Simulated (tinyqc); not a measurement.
# Nanowire ballistic transistor, top-of-the-barrier model: several studies

At the top of the source barrier, states moving towards the drain are filled by the source (Fermi level 0) and states moving back by the drain (Fermi level -q Vd); nothing scatters. U is the shift of the band edge there, set by the capacitances CG, CD and CS (the total) and by the charge. Parabolic one-dimensional subbands; the source is grounded.

Inputs (values chosen for the exercise); mass and valleys made up: temperature T = 350 K; effective mass m = 0.0625 m0; valley degeneracy gv = 4; relative permittivity of the gate insulator eox = 3.9; insulator thickness tox = 2.3 nm; wire diameter d = 2 nm; offset of a second subband (0: none) dE = 0.05 eV; gate control CG/CS aG = 0.81; drain control CD/CS aD = 0.107; band edge at the barrier top above the source Fermi level at zero bias E0 = 0.23 eV.

Constants: q = 1.602176634e-19 C, kB = 1.380649e-23 J/K, hbar = 1.054571817e-34 J s, h = 6.62607015e-34 J s, m0 = 9.1093837015e-31 kg, Vt = kB T/q, eps0 = 8.8541878128e-14 F/cm where lengths are in cm. Results are converted to the units shown.

Each table varies one quantity; the others keep the values above.

## Effect of the insulator thickness

N0 = gv sqrt(2 m kB T/pi)/hbar, CG = 2 pi eps0 eox/ln(1 + 2 tox/d), CS = CG/aG, n0 = n at U = 0 and Vd = 0. eta1 = -(E0 + U)/Vt, eta2 = eta1 - Vd/Vt, n = (N0/2)[F_(-1/2)(eta1) + F_(-1/2)(eta2)], F_(-1/2)(x) = (1/sqrt(pi)) int_0^infinity u^(-1/2)/(1 + exp(u - x)) du. Each F is summed over the two subbands, F(eta) + F(eta - dE/Vt), which share the mass. U = UL + q (n - n0)/CS with UL = -(aG Vg + aD Vd), energies in eV. I = gv (2 q^2/h) Vt [ln(1 + exp eta1) - ln(1 + exp eta2)], summed over both subbands. CQ = (q/Vt) dn/d(eta1). E0 is held fixed.

In this table Vg = 0.7 V, Vd = 0.7 V.

Effect of the insulator thickness:

| tox (nm) | eta1 | n (cm^-1) | I (uA) | mean velocity I/(q n) (cm/s) | CQ/CS |
|---|---|---|---|---|---|
| 0.5 | 4.860 | 1.094e7 | 75.80 | 4.324e7 | 1.254 |
| 0.74 | 3.736 | 9.035e6 | 55.67 | 3.846e7 | 2.023 |
| 1.1 | 2.865 | 7.338e6 | 41.02 | 3.489e7 | 3.004 |
| 1.6 | 2.236 | 6.030e6 | 31.41 | 3.251e7 | 3.979 |
| 2.4 | 1.707 | 4.927e6 | 24.22 | 3.068e7 | 4.983 |
| 3.6 | 1.289 | 4.090e6 | 19.24 | 2.936e7 | 5.895 |
| 5.4 | 0.9524 | 3.454e6 | 15.70 | 2.838e7 | 6.710 |
| 8 | 0.6837 | 2.980e6 | 13.20 | 2.765e7 | 7.412 |

As tox goes from 0.5 to 8 nm, n falls from 1.09e7 to 2.98e6 cm^-1, the mean velocity falls from 4.32e7 to 2.77e7 cm/s and the current falls from 75.8 to 13.2 uA. CQ/CS goes from 1.3 to 7.4. Over the range the current goes as tox^(-0.63) on average. For tox = 0.5 to 0.74 nm the insulator is under 1 nm thick, where gate tunnelling would matter.

## Effect of the effective mass

Same model as above.

CQ = (q/Vt) dn/d(eta1). E0 is held fixed.

In this table Vg = 0.7 V, Vd = 0.7 V.

Effect of the effective mass:

| m (m0) | eta1 | n (cm^-1) | I (uA) | mean velocity I/(q n) (cm/s) | CQ/CS |
|---|---|---|---|---|---|
| 0.02 | 3.126 | 4.449e6 | 45.28 | 6.353e7 | 2.666 |
| 0.032 | 2.502 | 4.713e6 | 35.35 | 4.681e7 | 3.538 |
| 0.05 | 1.989 | 4.930e6 | 27.94 | 3.537e7 | 4.427 |
| 0.08 | 1.514 | 5.132e6 | 21.84 | 2.657e7 | 5.390 |
| 0.13 | 1.078 | 5.317e6 | 16.97 | 1.993e7 | 6.397 |
| 0.2 | 0.7277 | 5.466e6 | 13.59 | 1.552e7 | 7.294 |
| 0.32 | 0.3766 | 5.615e6 | 10.69 | 1.189e7 | 8.263 |
| 0.5 | 0.06778 | 5.747e6 | 8.536 | 9.270e6 | 9.160 |
| 0.8 | -0.2366 | 5.878e6 | 6.748 | 7.165e6 | 10.06 |

As m goes from 0.02 to 0.8 m0, n rises from 4.45e6 to 5.88e6 cm^-1, the mean velocity falls from 6.35e7 to 7.17e6 cm/s and the current falls from 45.3 to 6.75 uA. CQ/CS goes from 2.7 to 10. The loss of velocity outweighs the gain of charge over the whole range.

## Effect of the band edge at the barrier top above the source Fermi level at zero bias

Same model as above.

CQ = (q/Vt) dn/d(eta1).

In this table Vg = 0.7 V, Vd = 0.7 V.

Results:

| E0 (eV) | eta1 | n (cm^-1) | I (uA) | mean velocity I/(q n) (cm/s) | CQ/CS |
|---|---|---|---|---|---|
| 0.1 | 2.564 | 6.718e6 | 36.30 | 3.373e7 | 4.931 |
| 0.15 | 2.218 | 5.993e6 | 31.16 | 3.245e7 | 4.972 |
| 0.2 | 1.926 | 5.382e6 | 27.10 | 3.142e7 | 4.936 |
| 0.25 | 1.642 | 4.796e6 | 23.41 | 3.047e7 | 4.832 |
| 0.3 | 1.354 | 4.216e6 | 19.97 | 2.956e7 | 4.660 |
| 0.35 | 1.054 | 3.642e6 | 16.73 | 2.867e7 | 4.414 |
| 0.45 | 0.4002 | 2.518e6 | 10.87 | 2.695e7 | 3.682 |

Estimate the missing row, E0 = 0.4 eV.

Computed row:

| E0 (eV) | eta1 | n (cm^-1) | I (uA) | mean velocity I/(q n) (cm/s) | CQ/CS |
|---|---|---|---|---|---|
| 0.4 | 0.7391 | 3.075e6 | 13.70 | 2.780e7 | 4.090 |

With this row back in the table: As E0 goes from 0.1 to 0.45 eV, n falls from 6.72e6 to 2.52e6 cm^-1, the mean velocity falls from 3.37e7 to 2.70e7 cm/s and the current falls from 36.3 to 10.9 uA. CQ/CS goes from 4.9 to 3.7.

tinyqc, about 0.09 s, one thread, Intel Xeon 2.30GHz (shared host): `OMP_NUM_THREADS=1 python tinyqc.py 2400107 2400108 out.jsonl`
